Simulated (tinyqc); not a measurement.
Worked calculation: Lorentz oscillators and the Kramers-Kronig relations. Values are carried at full precision from step to step, so a last printed digit may differ when a step is redone from the rounded ones.

eps(E) = 1 + sum_j S_j/(E0_j^2 - E^2 - i G_j E).

Constants: hbar c = 1973.269805 eV angstrom; hbar^2/2m0 = 3.80998211 eV angstrom^2; e^2/(4 pi eps0) = 14.39964547 eV angstrom.

Inputs chosen for the exercise:
```
symbol  value   unit  meaning
E0      (9.55)  eV    resonances
G       (1.91)  eV    widths
S       (93)    eV^2  strengths
E       12.52   eV    photon energy
h       1       eV    grid step
M       36            grid points E_j = j h
i       3             grid index at which eps1 is wanted
```

## Dielectric function at one energy

Evaluate each oscillator and the sum.

terms: [-1.2522+0.4568i]

eps(E) = -0.2522+0.4568i
eps(0) = 2.0197

## Optical constants

n + i k = sqrt(eps1 + i eps2) with k >= 0; R = ((n - 1)^2 + k^2)/((n + 1)^2 + k^2) at normal incidence from vacuum; alpha = 2 E k/(hbar c), times 1e8 for 1/cm; loss function Im(-1/eps) = eps2/(eps1^2 + eps2^2).

Convert eps at the photon energy E into the optical constants.

n = 0.3672
k = 0.6221
R = 0.3490
alpha = 7.89e+05 1/cm
loss function = 1.6779
vacuum wavelength hc/E (hc = 1239.841984 eV nm) = 99.0 nm

The intensity falls to 1/e within 12.7 nm. eps1 is negative, so k exceeds n, as in a metal below its plasma energy; R is 0.35.

## Absorptive part on the grid

Tabulate eps2 at E_j = j h.

eps2(E_j), j = 1 .. M: [0.0218, 0.0466, 0.0785, 0.1244, 0.1985, 0.3353, 0.6345, 1.4598, 4.0008, 4.0169, 1.4699, 0.6434, 0.3463, 0.2126, 0.1423, 0.1012, 0.0752, 0.0577, 0.0455, 0.0367, 0.0301, 0.0250, 0.0211, 0.0180, 0.0155, 0.0134, 0.0117, 0.0103, 0.0091, 0.0081, 0.0072, 0.0065, 0.0059, 0.0053, 0.0048, 0.0044]

## eps1 at one grid point

Kramers-Kronig: eps1(E) = 1 + (2/pi) P integral_0^infinity E1 eps2(E1)/(E1^2 - E^2) dE1. Maclaurin rule on the grid E_j = j h, j = 1 .. M: eps1(E_i) = 1 + (4 h/pi) sum over j with j - i odd of E_j eps2(E_j)/(E_j^2 - E_i^2); nothing is added above E_M.

List the terms E_j eps2_j/(E_j^2 - E_i^2) for j - i odd, add them and form eps1.

terms in order of j (1/eV): [-0.0187, 0.0711, 0.0745, 0.2123, 0.4414, 0.0572, 0.0159, 0.0066, 0.0033, 0.0019, 0.0012, 0.0008, 0.0005, 0.0004, 0.0003, 0.0002, 0.0002, 0.0001]

sum = 0.869 1/eV
eps1(E_i) = 2.107

The oscillator formula gives 2.126 at E_i = 3 eV. The rule samples every 2h = 2 eV against a narrowest width of 1.91 eV and stops at 36 eV; coarse sampling and the missing tail make the difference.

## The f-sum on the grid

W(E_M) = (2/pi) h sum_j E_j eps2_j, with half weight on the last point; the full integral equals sum S_j = (hbar omega_p)^2, and the electron density follows from (hbar omega_p)^2 = 8 pi c (e^2/(4 pi eps0)) N with c = hbar^2/2m0.

W(E_M) = 89.25 eV^2
sum S = 93.00 eV^2
share reached on this grid (a step near the line widths can inflate it) = 0.960
hbar omega_p = 9.644 eV
N = 6.74e+22 1/cm^3

## Checks

- The value of eps1 at 12.574 eV from a fine, long grid (with the tail of eps2 ~ 1/E^3 added) against the oscillator formula: both -0.231.

Run: tinyqc, `OMP_NUM_THREADS=1 python tinyqc.py 1680043 1680044 out.jsonl`; Intel(R) Xeon(R) Processor @ 2.30GHz, one thread, shared host; about 0.1 s of CPU time with all checks.
